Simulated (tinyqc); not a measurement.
Strain-driven crossing of the Gamma and L valleys in a germanium-like crystal alloyed with tin: one step. Gaps of the unstrained alloy. Three cases, with inputs chosen for the exercise.

Question. Give both gaps, their difference, and the y at which they cross (the root of a quadratic between 0 and 0.3).

With tin the unstrained gaps become E(y) = (1 - y) E + y EgS - CS y (1 - y); all other values are kept.

Give: Gamma and L gaps; Gamma - L; crossing y.

Case 1.

Values chosen (near those of Ge, gaps at low temperature; shifted at random, so the results belong to these values and not to a real crystal): Eg = 0.9 eV (gap at Gamma to the s-like level); EgL = 0.732 eV (gap to L); EgS = (-0.44, 0.132) eV (Gamma and L gaps of the tin end); CS = (2.26, 0.81) eV (bowing of the Gamma and L gaps); y = 0.037 (tin fraction).

Answer.

Gamma and L gaps (eV): 0.7699  0.6809

Gamma - L = 0.0890 eV
crossing y = 0.0811

Without strain the alloy is indirect.

Case 2.

Values chosen (near those of Ge, gaps at low temperature; shifted at random, so the results belong to these values and not to a real crystal): Eg = 0.893 eV (gap at Gamma to the s-like level); EgL = 0.758 eV (gap to L); EgS = (-0.373, 0.095) eV (Gamma and L gaps of the tin end); CS = (2.87, 0.96) eV (bowing of the Gamma and L gaps); y = 0.096 (tin fraction).

Answer.

Gamma and L gaps (eV): 0.5224  0.6110

Gamma - L = -0.0886 eV
crossing y = 0.0561

Without strain the alloy is direct.

Case 3.

Values chosen (near those of Ge, gaps at low temperature; shifted at random, so the results belong to these values and not to a real crystal): Eg = 0.895 eV (gap at Gamma to the s-like level); EgL = 0.743 eV (gap to L); EgS = (-0.385, 0.089) eV (Gamma and L gaps of the tin end); CS = (2.4, 1.12) eV (bowing of the Gamma and L gaps); y = 0.117 (tin fraction).

Answer.

Gamma and L gaps (eV): 0.4973  0.5508

Gamma - L = -0.0535 eV
crossing y = 0.0845

Without strain the alloy is direct.

Computed by tinyqc, one run a case: `OMP_NUM_THREADS=1 python tinyqc.py N N+1 out.jsonl` with N = 1050686, 1051040, 1051199; one thread of a shared Intel(R) Xeon(R) Processor @ 2.30GHz, about 0.01 s a run at most.
